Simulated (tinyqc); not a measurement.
# Which input was changed?

Model: microkinetic model of low-temperature epitaxy from hydride gases: adsorption, hydrogen desorption and rate control. Computed by tinyqc, a small Python program. Command: `OMP_NUM_THREADS=1 python tinyqc.py 3028505 3028506 out.jsonl hepi which`. One thread of a shared host (Intel(R) Xeon(R) Processor @ 2.30GHz), about 0.1 s of CPU time with the checks.

Each hydride molecule needs two free sites and leaves four hydrogen atoms, of which two leave at once as H2; theta is the hydrogen coverage, the site density is 6.78 per nm^2 and one layer is 1.358 angstrom thick.

Inputs (values chosen for the exercise, close to those used for silane on Si(001)):
```
quantity                            value  unit
silane pressure p_S                  0.02    Pa
sticking prefactor of silane s0     0.012     -
adsorption barrier E_s               0.14    eV
desorption prefactor nu_d           2e+12   1/s
desorption energy on silicon E_d     2.19    eV
hydrogen carrier pressure p_H           0    Pa
sticking of hydrogen s_H          4.7e-07     -
temperature T                         770     C
```

Film: silicon. Order of hydrogen desorption: first.

Constants: k_B = 8.617333262e-05 eV/K; u = 1.6605390666e-27 kg; k_B = 1.380649e-23 J/K.

Method:
- Flux per site F = p/(sqrt(2 pi M k_B T) x 6.78e18 per m^2), M = 32.12 u (silane), 2.016 u (hydrogen); s = s0 exp(-E_s/(k_B T)); k_S = s F_S = k; k_H = s_H F_H; k_d = nu_d exp(-E_d/(k_B T)).
- Temperatures in kelvin are T(C) + 273.15.
- With k the hydride and k_H the hydrogen adsorption rate on free pairs and k_d the desorption rate, steady state: 2 (k + k_H)(1 - theta)^2 = k_d theta; growth rate R = k (1 - theta)^2 layers/s; 1 layer/s = 8.148 nm/min.
- With c = 2 (k + k_H)/k_d the free share is 1 - theta = 2/(1 + sqrt(1 + 4c)).
- X_i = d ln R/d ln k_i at fixed other constants. With f = 1 - theta and a = 2/f + 1/theta: d ln f/d ln k_d = 1/(a f), so X_d = 2/(a f), X_k = 1 - X_d k/(k + k_H), X_H = -X_d k_H/(k + k_H); they sum to 1.

Task: One of these inputs alone was changed, within the range given: desorption prefactor nu_d (1e+12 to 4e+12); desorption energy on silicon E_d (1.6 to 2.6); adsorption barrier E_s (0.07 to 0.28); temperature T (385 to 900). Which one, and to what value?

Results:
```
run     hydrogen coverage theta  X_d (desorption)  growth rate G (nm/min)
before              0.004053371       0.008074014               0.8675698
after               0.000511051       0.001021580               0.9580249
```

Result:

Each candidate set to reproduce hydrogen coverage theta, and what it then gives:
```
candidate                              range searched  value needed  X_d (desorption)  growth rate G (nm/min)
desorption prefactor nu_d (1/s)        1e+12 to 4e+12  out of reach                 -                       -
desorption energy on silicon E_d (eV)      1.6 to 2.6         2.003         0.0010216                 0.87375
adsorption barrier E_s (eV)              0.07 to 0.28  out of reach                 -                       -
temperature T (C)                          385 to 900         872.0         0.0010216                 0.95802
```

Only temperature T fits every result: it went from 770 to 872 C. The next best candidate, desorption energy on silicon E_d, misses one result by 8.8 %.
